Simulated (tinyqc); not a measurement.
Geometry relaxation of a small cluster: one step, computed by the program tinyqc. Command: `OMP_NUM_THREADS=1 python tinyqc.py 3024438 3024439 out.jsonl relax walk`. One thread of a shared host (Intel(R) Xeon(R) Processor @ 2.30GHz), about 0.01 s of CPU time with the checks.

E = sum_(i<j) phi(r_ij), phi(r) = eps [exp(-2 alpha (r - r0)) - 2 exp(-alpha (r - r0))]; the force on i is -sum_j phi'(r_ij) (R_i - R_j)/r_ij.

Task: The first two steps. Conjugate gradient (Polak-Ribiere): d = F + beta d(old), beta = max(0, F.(F - F(old))/|F(old)|^2), d = F at first; step length from one secant, s = eta (F.d)/(F.d - F(R + eta d).d), replaced by eta if that is not positive; R(new) = R + s d. No atom moves more than 0.3 angstrom a step (the whole step is scaled). Stop when the largest force component is below 1e-5 eV/angstrom.

Inputs (values chosen for the exercise, for model atoms):

| quantity | value | unit |
|---|---|---|
| length r0 | 2.41 | angstrom |
| well depth eps | 0.26 | eV |
| stiffness alpha | 1.79 | 1/angstrom |
| step factor eta | 0.2 | angstrom^2/eV |

Potential: Morse. Method: conjugate gradient.

starting positions (angstrom):
```
           x     y      z
atom 1  0.29  0.07  -0.02
atom 2  2.43  0.05      0
atom 3  1.04  1.96  -0.12
atom 4  1.24  0.83   1.91
atom 5  1.32  0.67  -1.87
```

Give: positions after step 1; energy after step 1; positions after step 2; energy after step 2.

Result:

positions after step 1 (angstrom):
```
             x        y        z
atom 1  0.0730  -0.1339   0.0167
atom 2  2.5601   0.0288   0.0304
atom 3  1.0937   2.1936  -0.0879
atom 4  1.2527   0.8340   1.9497
atom 5  1.3405   0.6576  -2.0090
```

energy after step 1 = -2.3116 eV

positions after step 2 (angstrom):
```
             x        y        z
atom 1  0.0652  -0.1436   0.0176
atom 2  2.5569   0.0386   0.0331
atom 3  1.1037   2.1958  -0.0840
atom 4  1.2540   0.8333   1.9404
atom 5  1.3402   0.6559  -2.0071
```

energy after step 2 = -2.3121 eV
